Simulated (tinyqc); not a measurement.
p-type polysilicon, carrier trapping at grain boundaries: two steps of the calculation.

One-dimensional grains of size Lg, uniform ionised doping N, monovalent traps Qt at each boundary at a depth Et below (for electrons) or above (for holes) the band edge there, abrupt depletion of width W on each side of a boundary, Boltzmann statistics. xi is the distance from the band edge at the grain centre to the Fermi level. Trapped charge Qt/(1 + exp((xi + VB - Et)/Vt)) = 2 N W, barrier VB = q N W^2/(2 eps0 eps_r).

Values chosen for this exercise; values of the order met in polycrystalline silicon:
```
symbol    value        unit                                                              meaning
T           300           K                                                          temperature
eps_r      11.7                                                            relative permittivity
NB      2.65e19       cm^-3                                  valence-band density of states at T
Lg           44          nm                                                           grain size
Qt       9.4e11       cm^-2                                     trap density of a grain boundary
Et         0.47          eV  depth of the trap level from the majority band edge at the boundary
ms         0.47          m0                                         mass for thermionic emission
fe         0.25                                           correction factor of the emission rate
mug         160  cm^2/(V s)                                           mobility inside the grains
N        1.4e18       cm^-3                                                               doping
```

Constants: q = 1.602176634e-19 C, kB = 1.380649e-23 J/K, m0 = 9.1093837015e-31 kg, Vt = kB T/q, eps0 = 8.8541878128e-14 F/cm where lengths are in cm. Results are converted to the units shown.

Problem 1. New W. Partly depleted grain, xi = Vt ln(NB/N): f = 1/(1 + exp((xi + VB - Et)/Vt)), g = Qt f - 2 N W, g' = -2 Qt f (1 - f) VB/(W Vt) - 2 N, W(new) = W - g/g'.

W at the start = 3.4 nm

Find: VB; f; g; g'; W after iteration 1.

Solution 1.

VB = 0.012515 V
f = 1.0000
g = -1.2000e10 cm^-2
g' = -2.8000e11 cm^-2/nm
W after iteration 1 = 3.3571 nm

Problem 2. Resistivity and effective mobility. n0 = NB exp(-xi/Vt); mean density n0 (1 - 2 W/Lg) by charge balance in a partly depleted grain, and n0 (sqrt(pi)/2) erf(u)/u with u = sqrt(VB/Vt) in a fully depleted one; v = sqrt(kB T/(2 pi ms m0)); barrier resistivity Vt exp(VB/Vt)/(q fe n0 v Lg); grain resistivity (1 - 2 W/Lg)/(q n0 mug); effective mobility 1/(q mean density total resistivity).

W = 3.3571416 nm
xi = 0.076022265 V
VB = 0.012201498 V

Find: n0; mean density; v; barrier resistivity; grain resistivity; resistivity; effective mobility.

Solution 2.

n0 = 1.4000e18 cm^-3
mean density = 1.1864e18 cm^-3
v = 3.9239e6 cm/s
barrier resistivity = 0.042808 ohm cm
grain resistivity = 0.023612 ohm cm
resistivity = 0.066419 ohm cm
effective mobility = 79.209 cm^2/(V s)

The resistivity is 2.38 times that of a single crystal with the same N and mobility mug, and the mean density is 84.7 % of N.

Numbers from tinyqc (`OMP_NUM_THREADS=1 python tinyqc.py 2830108 2830109 out.jsonl`; about 0.01 s on one thread of a shared Intel Xeon 2.30GHz).
